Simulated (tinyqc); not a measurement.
Deep-level transient spectroscopy: two steps of the calculation.

Schottky contact on an n-type layer with shallow donors Nd (all ionised) and a donor-like deep trap, neutral when filled and positive when empty; depletion approximation. Traps within lam of the depletion edge stay filled. A long pulse to Vp fills the traps beyond x1 = Wp - lam; back at Vr those between x1 and x2 = Wr - lam emit. A rate window reads S = C(t2) - C(t1).

Inputs (values chosen for the exercise); material values close to those of silicon: relative permittivity eps_r = 11.5; conduction-band density of states at 300 K Nc = 2.75e19 cm^-3; thermal velocity at 300 K vth = 2.3e7 cm/s; shallow donor density Nd = 3.4e15 cm^-3; depth of the trap below the conduction edge Et = 0.4 eV; capture cross-section sn = 1.2e-15 cm^2; trap density Nt = 2.8e13 cm^-3; first sampling time t1 = 0.2 ms; second sampling time t2 = 0.5 ms; temperature of the transient T = 243 K.

Constants: q = 1.602176634e-19 C, kB = 1.380649e-23 J/K, eps0 = 8.8541878128e-14 F/cm where lengths are in cm. Results are converted to the units shown.

Question 1. Emission rate and rate window. Emission rate en = sn vth(T) Nc(T) exp(-Et/kB T) = sn g T^2 exp(-Et/kB T), g = vth Nc/(300 K)^2, as vth goes as T^0.5 and Nc as T^1.5 (degeneracy factor 1). For an exponential transient S peaks where en = ew = ln(t2/t1)/(t2 - t1).

Find: g; en; 1/en; ew.

Answer 1.

g = 7.0278e21 cm^-2 s^-1 K^-2
en = 2519.3 1/s
1/en = 0.39693 ms
ew = 3054.3 1/s

Question 2. The transient. W(t)^2 = Wr^2 + (Nt/Nd)(x2^2 - x1^2) exp(-en t), C = eps0 eps_r/W; for small Nt, dC/C = -(Nt/2 Nd) G exp(-en t) with G = (x2^2 - x1^2)/Wr^2. S = C(t2) - C(t1).

t, sample 0 to 6 (ms): 0  0.1  0.2  0.35  0.5  1  2.5
en = 2519.3044 1/s
Wr = 1900.5941 nm
G = (x2^2 - x1^2)/Wr^2 = 0.70222398

Find: C; C - C(final); S.

Answer 2.

```
sample	C (nF/cm^2)	C - C(final) (pF/cm^2)
0	5.3420	-15.424
1	5.3454	-12.001
2	5.3481	-9.335
3	5.3510	-6.403
4	5.3530	-4.390
5	5.3562	-1.247
6	5.3574	-0.028
```

S = 4.9449 pF/cm^2

Program tinyqc, `OMP_NUM_THREADS=1 python tinyqc.py 2050062 2050063 out.jsonl`; Intel Xeon 2.30GHz, shared host, one thread, about 0.01 s.
